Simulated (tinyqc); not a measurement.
## Long-channel MOSFET, surface-potential model: potential, charge and velocity along the channel

n-channel transistor on a uniformly doped p-type body, gradual-channel approximation, constant mobility, Boltzmann statistics, full ionisation. Potentials are counted from the neutral body; V is the electron quasi-Fermi potential, Vsb at the source and Vsb + Vds at the drain. Charges are magnitudes per area.

ni = sqrt(Nc Nv) exp(-Eg/(2 Vt)), Eg in volts; phiF = Vt ln(Na/ni); Cox = eps0 eox/tox; gamma = sqrt(2 q eps0 eps_r Na)/Cox. The surface potential psi at channel potential V solves Vgs + Vsb - Vfb - psi = gamma sqrt(G), G = psi - Vt + Vt exp((psi - 2 phiF - V)/Vt). Charge sheet: Qi = Cox gamma [sqrt(G) - sqrt(psi - Vt)]; I = mu (W/L) [integral of Qi dpsi from psi_0 to psi_L (drift) + Vt (Qi0 - QiL) (diffusion)], with psi_0 at V = Vsb and psi_L at V = Vsb + Vds. The current is the same at every point, so the place y where the channel potential is Vsb + v follows from y/L = I(Vds = v)/I(Vds); the mean carrier velocity is I/(W Qi).

Values chosen for this exercise; material values those of a made-up semiconductor: temperature T = 300 K; band gap Eg = 1.12 eV; relative permittivity of the semiconductor eps_r = 14; conduction-band density of states at T Nc = 2.33e19 cm^-3; valence-band density of states at T Nv = 2.44e19 cm^-3; acceptor density of the body Na = 5.7e15 cm^-3; relative permittivity of the gate insulator eox = 4.02; insulator thickness tox = 7 nm; flat-band voltage Vfb = -0.81 V; channel mobility mu = 110 cm^2/(V s); gate width W = 5 um; gate length L = 2 um; source-body reverse bias Vsb = 0.3 V; gate-source voltage Vgs = 0.37 V; drain-source voltage Vds = 0.8 V.

Constants: q = 1.602176634e-19 C, kB = 1.380649e-23 J/K, Vt = kB T/q, eps0 = 8.8541878128e-14 F/cm where lengths are in cm. Results are converted to the units shown.

Along the channel:
```
v (V),psi (V),Qi (nC/cm^2),y/L,velocity (cm/s)
0.048,1.187,97.67,0.3000,9.271e4
0.095,1.226,77.29,0.5361,1.171e5
0.143,1.263,57.38,0.7210,1.578e5
0.19,1.297,39.19,0.8503,2.310e5
0.238,1.328,22.73,0.9347,3.984e5
0.285,1.352,10.15,0.9781,8.921e5
0.333,1.366,2.861,0.9950,3.164e6
0.38,1.370,0.5602,0.9991,1.616e7
```

What does the comparison show?

Half of the listed voltage range, v = 0.19 V, is reached at y/L = 0.850. The charge falls from 97.7 to 0.560 nC/cm^2 over the rows, so the velocity rises by a factor of 174 to keep the current constant. The last velocity exceeds 1e7 cm/s, a usual saturation velocity, so constant mobility fails there.

Numbers from tinyqc (`OMP_NUM_THREADS=1 python tinyqc.py 2360015 2360016 out.jsonl`; about 0.03 s on one thread of a shared Intel Xeon 2.30GHz).
